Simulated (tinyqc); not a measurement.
Ewald sum of point charges, fluorite, strained along z by a factor 0.99, lattice, step by step. Computed by tinyqc, a small Python program that keeps every step. Command: `OMP_NUM_THREADS=1 python tinyqc.py 21514 21515 out.jsonl` (the two numbers bound the seeds that draw the settings). One thread of a shared host (Intel(R) Xeon(R) Processor @ 2.60GHz), about 0.05 s of CPU time with the checks.

## Ewald sum with eta = 0.495 1/bohr

cell vectors (rows) (bohr):
```
          1         2         3
1  0.000000  3.630000  3.594000
2  3.630000  0.000000  3.594000
3  3.630000  3.630000  0.000000
```

Charges:
```
q                f1        f2        f3
4.000000   0.000000  0.000000  0.000000
-2.000000  0.250000  0.250000  0.250000
-2.000000  0.750000  0.750000  0.750000
```

Real space: 1/2 sum q_i q_j erfc(eta r)/r over all images with r > 0; reciprocal space: (2 pi/V) sum_(G != 0) exp(-G^2/4 eta^2)/G^2 |S(G)|^2 with S(G) = sum q exp(i G.r); self term -eta/sqrt(pi) sum q^2; background -pi Q^2/(2 V eta^2), Q the total charge.

Real-space shells (first ones):
```
r (bohr)  pairs  sum (hartree)
3.133314     16      -0.577561
3.594000      4       0.026426
3.630000      8       0.048703
5.108203     24       0.006559
5.133595     12       0.003048
5.970874     16      -0.000313
6.014271     32      -0.000543
6.266629     16       0.000059
7.188000      6       1.62e-06
7.260000     12       2.47e-06
7.874334     32      -5.76e-07
7.907292     16      -2.51e-07
```

Reciprocal shells (first ones that count):
```
G^2 (1/bohr^2)  vectors  sum (hartree)
2.262105              8       0.373327
2.996032              4       0.266608
3.056354              2       0.122873
8.254169             16       0.000453
8.374812              8       0.000197
9.048418              8       0.000367
14.246234             8       2.90e-07
14.366876            16       5.09e-07
14.980161             8       5.22e-07
15.040483             8       4.89e-07
15.221446             8       4.02e-07
20.238298            16       9.04e-10
```

## The total does not depend on eta

The same sums for other eta.

Totals (hartree per cell):
```
eta            real  reciprocal        self  background        total
0.495000  -0.493619    0.763827   -6.702572    0.000000  -6.43236382
0.704000  -0.034888    3.135072   -9.532547    0.000000  -6.43236382
0.900000  -0.001333    5.755464  -12.186495    0.000000  -6.43236382
```

shortest distance = 3.133314 bohr

Madelung constant -E d / (formula units |q+ q-|) = 2.519327
